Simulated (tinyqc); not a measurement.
Inside a calculation: thin-film optics by transfer matrices. Values are carried at full precision from step to step, so a last printed digit may differ when a step is redone from the rounded ones.

Indices N = n + i k. Snell: N0 sin(theta) = N_j sin(theta_j), with Im(N_j cos theta_j) >= 0. Admittance y_j = N_j cos theta_j for s and N_j/cos theta_j for p. Phase delta_j = 2 pi N_j cos theta_j d_j/lambda. Layer matrix [[cos delta, -i sin delta/y], [-i y sin delta, cos delta]], multiplied from the top down to M. (B, C) = M (1, y_sub); r = (y0 B - C)/(y0 B + C), R = |r|^2, T = 4 Re y0 Re y_sub/|y0 B + C|^2, absorbed in the films 1 - R - T.

Values chosen for the exercise (indices near those of Si3N4 on Si; not measured data):
- lam = 193 nm (vacuum wavelength)
- n0 = 1 (ambient index)
- n = (2.688, 0.872) (n of Si3N4, substrate)
- k = (0.254, 2.917) (k in the same order)
- d = (118) nm (thicknesses, top first)
- theta = 65 degrees (angle of incidence)
- pol = p (polarisation)

## Angles, admittances and phases

Form cos theta_j, y_j and delta_j.

cos theta_j: ambient 0.4226, film 1 0.9431+0.0112i, substrate 1.0366+0.0235i

y_j: ambient 2.3662, film 1 2.8530+0.2355i, substrate 0.9044+2.7934i

delta_j (rad): film 1 9.7276+1.0358i

## Layer matrices and their product

Form each matrix and multiply from the top down.

M:
```
,1,2
1,-1.5140+0.3672i,-0.3955+0.1984i
2,-3.4640+1.0728i,-1.5140+0.3672i
```

Each matrix has determinant 1, and so has M.

## Reflection and transmission

Close the stack on the substrate.

B, C: -2.4260-0.5583i  -5.8589-2.8243i

r = -0.0501-0.1117i
R = 0.0150
T into the substrate = 0.0564
absorbed in the films = 0.9286

The bare substrate would reflect 0.5373.

## Ellipsometric angles

Ellipsometry: rho = tan(Psi) exp(i Delta) = -conj(r_p/r_s) with the r of the admittance formula, Delta in 0 to 360 degrees, so that a bare dielectric at small angles gives Delta = 180.

Repeat the steps for both polarisations.

r_s = -0.7059-0.0680i
r_p = -0.0501-0.1117i
Psi = 9.80 degrees
Delta = 119.68 degrees

## Checks

- R against the recursion of Airy sums from the substrate up: both 0.014989.

Computed by tinyqc, a small Python program: `OMP_NUM_THREADS=1 python tinyqc.py 1681017 1681018 out.jsonl` (the numbers bound the seed that draws the inputs); one thread of a shared host (Intel(R) Xeon(R) Processor @ 2.30GHz), about 0.01 s for the whole set of steps.
